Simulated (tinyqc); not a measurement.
# MOSFET with velocity saturation and source resistance: what changes with what

Strong inversion, charge Q = Cox (Vg - m V) at channel potential V with Vg the gate overdrive, and drift velocity v = mu E/(1 + mu E/vsat). Integrating along the channel gives I = mu Cox (1/L)(Vg Vd - m Vd^2/2)/(1 + Vd/Vc) per width, Vc = vsat L/mu, which peaks at Vdsat. Units: I in uA/um, Rs in ohm um, so the drop over Rs is 1e-6 I Rs volts.

Inputs (values chosen for the exercise): gate capacitance Cox = 1.95 uF/cm^2; mobility at low gate voltage mu0 = 300 cm^2/(V s); mobility degradation th = 0.4 1/V; saturation velocity vsat = 1.1e7 cm/s; body factor m = 1.35; threshold VT = 0.69 V; channel length L = 0.1 um; source resistance Rs = 50 ohm um; gate voltage Vgs = 1.8 V.

Each table varies one quantity; the others keep the values above.

## Effect of the channel length

Vg = Vgs - I Rs - VT (0 if negative), mu = mu0/(1 + th Vg), Vc = vsat L/mu, x = sqrt(1 + 2 Vg/(m Vc)), Vdsat = 2 Vg/(m (1 + x)), Isat = Cox vsat Vg (x - 1)/(x + 1) per width. I = Isat is solved self-consistently; gm = dI/dVgs; Vdsat is the intrinsic value. The velocity at the source is I/(Cox Vg).

Effect of the channel length:

| L (um) | Vc (V) | Vdsat (V) | Isat (uA/um) | gm (uS/um) | velocity at the source/vsat |
|---|---|---|---|---|---|
| 0.03 | 0.1562 | 0.3608 | 1207 | 1303 | 0.5360 |
| 0.057 | 0.2977 | 0.4484 | 977.7 | 1114 | 0.4296 |
| 0.11 | 0.5765 | 0.5411 | 735.3 | 890.8 | 0.3194 |
| 0.2 | 1.051 | 0.6199 | 529.2 | 678.9 | 0.2277 |
| 0.39 | 2.055 | 0.6929 | 338.2 | 459.6 | 0.1443 |
| 0.73 | 3.854 | 0.7429 | 207.4 | 294.0 | 0.08791 |
| 1.4 | 7.400 | 0.7771 | 118.1 | 172.7 | 0.04988 |
| 2.6 | 13.75 | 0.7967 | 66.82 | 99.44 | 0.02815 |
| 5 | 26.46 | 0.8085 | 35.77 | 53.84 | 0.01505 |

What does the table show?

As L goes from 0.03 to 5 um, Isat falls from 1210 to 35.8 uA/um, Vdsat rises from 0.361 to 0.809 V and gm falls from 1300 to 53.8 uS/um; the velocity at the source goes from 0.54 to 0.015 of vsat. Isat goes as L^(-0.33) between the first two rows and as L^(-0.96) between the last two. For L = 0.03 to 0.057 um the channel is so short that velocity overshoot and near-ballistic transport, left out here, matter.

## Effect of the mobility degradation

Same model as above.

Effect of the mobility degradation:

| th (1/V) | Vc (V) | Vdsat (V) | Isat (uA/um) | gm (uS/um) | velocity at the source/vsat |
|---|---|---|---|---|---|
| 0 | 0.3667 | 0.4777 | 901.0 | 1144 | 0.3945 |
| 0.2 | 0.4450 | 0.5050 | 829.7 | 1021 | 0.3620 |
| 0.4 | 0.5238 | 0.5278 | 770.0 | 924.4 | 0.3350 |
| 0.6 | 0.6030 | 0.5472 | 719.1 | 845.7 | 0.3121 |
| 0.8 | 0.6824 | 0.5641 | 675.1 | 780.2 | 0.2924 |
| 1 | 0.7620 | 0.5788 | 636.6 | 724.6 | 0.2753 |
| 1.2 | 0.8418 | 0.5919 | 602.5 | 676.9 | 0.2601 |

As th goes from 0 to 1.2 1/V, Isat falls from 901 to 602 uA/um, Vdsat rises from 0.478 to 0.592 V and gm falls from 1140 to 677 uS/um; the velocity at the source goes from 0.39 to 0.26 of vsat.

## Effect of the mobility at low gate voltage

Same model as above.

Results:

| mu0 (cm^2/(V s)) | Vc (V) | Vdsat (V) | Isat (uA/um) | gm (uS/um) | velocity at the source/vsat |
|---|---|---|---|---|---|
| 50 | 3.166 | 0.7292 | 243.2 | 340.7 | 0.1033 |
| 81 | 1.951 | 0.6880 | 351.1 | 475.3 | 0.1499 |
| 210 | 0.7497 | 0.5766 | 642.2 | 798.0 | 0.2778 |
| 350 | 0.4486 | 0.5061 | 826.7 | 977.9 | 0.3606 |
| 570 | 0.2748 | 0.4372 | 1007 | 1139 | 0.4430 |
| 920 | 0.1698 | 0.3717 | 1178 | 1281 | 0.5225 |
| 1500 | 0.1039 | 0.3101 | 1339 | 1405 | 0.5987 |

Estimate the missing row, mu0 = 130 cm^2/(V s).

Computed row:

| mu0 (cm^2/(V s)) | Vc (V) | Vdsat (V) | Isat (uA/um) | gm (uS/um) | velocity at the source/vsat |
|---|---|---|---|---|---|
| 130 | 1.214 | 0.6371 | 484.2 | 629.4 | 0.2079 |

With this row back in the table: As mu0 goes from 50 to 1500 cm^2/(V s), Isat rises from 243 to 1340 uA/um, Vdsat falls from 0.729 to 0.310 V and gm rises from 341 to 1410 uS/um; the velocity at the source goes from 0.10 to 0.60 of vsat. Isat goes as mu0^(0.76) between the first two rows and as mu0^(0.26) between the last two.

Computed by the program tinyqc: `OMP_NUM_THREADS=1 python tinyqc.py 2500121 2500122 out.jsonl`, one thread of a shared Intel Xeon 2.30GHz, about 0.01 s for the whole run.
